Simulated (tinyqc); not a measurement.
Standing waves and exposure in a photoresist film: sweeps and comparisons. A value that a table varies takes the place of the one given here.

Normal incidence from air. Unexposed resist: N1 = n1 + i k1 with k1 = (A + B) lam/(4 pi), lam in micrometres. r01 = (1 - N1)/(1 + N1), t01 = 2/(1 + N1). Substrate Ns = ns + i ks: r12 = (N1 - Ns)/(N1 + Ns). With p = exp(2 pi i N1 d/lam), the field at depth z is E(z) = t01 [exp(2 pi i N1 z/lam) + r12 p^2 exp(-2 pi i N1 z/lam)]/(1 + r01 r12 p^2), the relative intensity I(z) = n1 |E(z)|^2 and the reflectance R = |(r01 + r12 p^2)/(1 + r01 r12 p^2)|^2.

Parameters, chosen for this exercise (a resist on polySi, indices near tabulated ones; shifted at random, so the results belong to these values and not to a real crystal):
```
symbol  value  unit          meaning
lam     365    nm            vacuum wavelength
n1      1.732                resist index
A       0.44   1/micrometre  bleachable absorption (Dill A)
B       0.05   1/micrometre  fixed absorption (Dill B)
d       1077   nm            resist thickness
ns      4.892                substrate n
ks      2.6                  substrate k
```

## Swing of the coupled dose with resist thickness

The mean of I is taken over 800 depths; the relative dose to clear is taken as 1/(mean of I over the lowest period, 60 depths), scaled to 1 in the first row.

Swing:
```
d (nm)       R  mean I  relative dose
1077.0  0.1685  0.8697          1.000
1094.6  0.0228  1.0175          0.864
1112.1  0.0450  0.9917          0.899
1129.7  0.1944  0.8317          1.079
1147.2  0.2898  0.7258          1.233
1164.8  0.2765  0.7308          1.216
1182.4  0.1578  0.8432          1.053
1199.9  0.0197  0.9768          0.918
1217.5  0.0408  0.9529          0.953
1235.1  0.1837  0.8062          1.134
1252.6  0.2762  0.7082          1.288
1270.2  0.2630  0.7134          1.272
1287.7  0.1490  0.8169          1.110
```

The period is 105.4 nm, six rows. The relative dose swings between 0.864 and 1.288, a ratio (max - min)/mean of 0.394, against the estimate 4 sqrt(|r01|^2 |r12|^2) exp(-(A + B) d) = 0.363 for the oscillating part alone; the ratio from the table also holds the slow rise from absorption, 11.0 % over two periods, so the two are not strictly comparable. The dose is least sensitive to thickness at an extremum; the lowest dose listed is at 1094.6 nm.

## What moves the exposure

The mean of I is over 800 depths. Each row changes one parameter from the base and keeps the others.

Results:
```
case                   |r12|^2       R  mean I  I at the bottom
base                    0.3288  0.1685  0.8697           0.1319
d = 1087 nm             0.3288  0.0760  0.9635           0.1454
n1 = 1.749              0.3252  0.0712  0.9698           0.1491
B = 0.25 1/micrometre   0.3280  0.1326  0.7639           0.1061
ks = 2.34               0.3115  0.1654  0.8594           0.1349
ns = 5.381              0.3483  0.1819  0.8702           0.1155
```

The largest shifts from the base row, up to three for each result and ties (the steps differ in size, so this ranks the rows, not the parameters). |r12|^2: ns +0.0195, ks -0.0172, n1 -0.0036; unchanged at the printed digits by d. R: n1 -0.0973, d -0.0925, B -0.0359. mean I: B -0.1058, n1 +0.1001, d +0.0938. I at the bottom: B -0.0258, n1 +0.0172, ns -0.0164.

tinyqc: `OMP_NUM_THREADS=1 python tinyqc.py 1682277 1682278 out.jsonl`; about 0.01 s, one thread, shared Intel(R) Xeon(R) Processor @ 2.30GHz.
